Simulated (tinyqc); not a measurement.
Finnis-Sinclair potential for a bcc metal: fit to cohesion and elasticity, then vacancy, surfaces and structure: one step, computed by the program tinyqc. Command: `OMP_NUM_THREADS=1 python tinyqc.py 3114376 3114377 out.jsonl fsfit walk`. One thread of a shared host (Intel(R) Xeon(R) Processor @ 2.30GHz), about 0.01 s of CPU time with the checks.

E = (1/2) sum V(r) - A sqrt(rho), rho = sum phi(r), phi = (r - d)^2 for r < d, V = (r - c)^2 (c0 + c1 r + c2 r^2) for r < c. In bcc the 8 first neighbours lie at sqrt(3) a/2 and the 6 second at a; both cut-offs lie below the third shell; Omega = a^3/2; E is per atom and z the number of atoms in a shell. The four constants A, c0, c1, c2 are fitted to E_c, zero pressure, B and C12 - C44 alone, so C44 and C11 - C12 are not matched singly; defects are unrelaxed.

Question. Unrelaxed vacancy. E_v = -A sum_shells z [sqrt(rho - phi(r)) - sqrt(rho)] - (1/2) sum z V(r): the neighbours lose one bond each, and the atom is put back in the bulk.

Inputs (values chosen for the exercise, modelled on niobium):
```
quantity             value      unit
lattice constant a     3.3  angstrom
cohesive energy E_c   7.54        eV
density cut-off d/a  1.199         -
pair cut-off c/a     1.252         -
```

c0, c1, c2 (eV/angstrom^2, eV/angstrom^3, eV/angstrom^4): -1.253662  1.818911  -0.425814

A = 3.086260 eV/angstrom

rho = 12.24671 angstrom^2

Give: V at the two shells; phi at the two shells; vacancy energy E_v; E_v/E_c.

Answer.

V at the two shells (eV): 0.757  0.077

phi at the two shells (angstrom^2): 1.21  0.43

vacancy energy E_v = 2.26 eV

E_v/E_c = 0.300

A pair potential would give E_v = E_c; the square root lowers the ratio to 0.30.
